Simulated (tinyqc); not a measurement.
True capacitance, leakage and series resistance from two frequencies.

Question. A capacitance C in parallel with G and in series with Rs is measured as Cp and D = Gp/(w Cp) at two frequencies. The series reading Cs = Cp (1 + D^2) equals C + G^2/(w^2 C), and Re Z = D/(w Cp (1 + D^2)) = Rs + G/(G^2 + w^2 C^2). Find C, G and Rs.

f (Hz): [50000, 2.5e5]
Cp (pF): [1.37025875, 1.37025872]
D: [0.440588786, 0.0882458709]

Answer. w^2 Cs = w^2 C + G^2/C is a straight line in w^2 with slope C; the intercept gives G, and the real part then gives Rs.

C = 1.37 pF
G = 0.190 uS
Rs = 62.0 ohm

Program tinyqc, `OMP_NUM_THREADS=1 python tinyqc.py 2022054 2022055 out.jsonl`; Intel Xeon 2.30GHz, shared host, one thread, about 0.01 s.
